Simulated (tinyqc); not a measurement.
# Joule-heated wire on a substrate, fin equation: effect of the cross-section

A wire of length L loses heat along itself to two contacts and sideways to the substrate: kap A theta'' - g theta + p = 0 with theta = T - T0 and p = p0. Each end passes the heat flow theta/Rc to its contact. Constant conductivity, diffusive heat flow.

The equation is solved on 800 equal steps and the peak is the largest node value. LH = sqrt(kap A/g); the share is the integral of g theta over that of p.

Values chosen for this exercise: conductivity along the wire kap = 40 W/(m K); conductance per length to the substrate g = 0.18 W/(m K); length between the contacts L = 1100 nm; thermal resistance of each contact Rc = 9.2 K/uW; heating per length p0 = 0.014 uW/nm.

Result of one run:

| LH (nm) | L/LH | peak theta (K) | peak/(p0/g) | share to the substrate (%) |
|---|---|---|---|---|
| 301.8 | 3.644 | 61.15 | 0.7863 | 64.67 |

Which cross-section A gave this result: 51, 100, 410 or 820 nm^2?

A = 410 nm^2.

The whole series:

| A (nm^2) | LH (nm) | L/LH | peak theta (K) | peak/(p0/g) | share to the substrate (%) |
|---|---|---|---|---|---|
| 51 | 106.5 | 10.33 | 77.02 | 0.9903 | 83.55 |
| 100 | 149.1 | 7.379 | 74.66 | 0.9599 | 78.28 |
| 200 | 210.8 | 5.218 | 69.31 | 0.8912 | 71.82 |
| 410 | 301.8 | 3.644 | 61.15 | 0.7863 | 64.67 |
| 820 | 426.9 | 2.577 | 52.98 | 0.6811 | 58.53 |
| 1600 | 596.3 | 1.845 | 46.69 | 0.6003 | 54.12 |
| 3300 | 856.3 | 1.285 | 42.23 | 0.5430 | 51.09 |

As A goes from 51 to 3300 nm^2, the peak theta falls from 77.0 to 42.2 K and the share of heat to the substrate falls from 83.5 to 51.1 %; L/LH goes from 10 to 1.3. Where L/LH is smallest the peak reaches 0.54 of p0/g, where it is largest 0.99: contacts cool the wire only within a few healing lengths.

Program tinyqc, `OMP_NUM_THREADS=1 python tinyqc.py 2520108 2520109 out.jsonl`; Intel Xeon 2.30GHz, shared host, one thread, about 0.01 s.
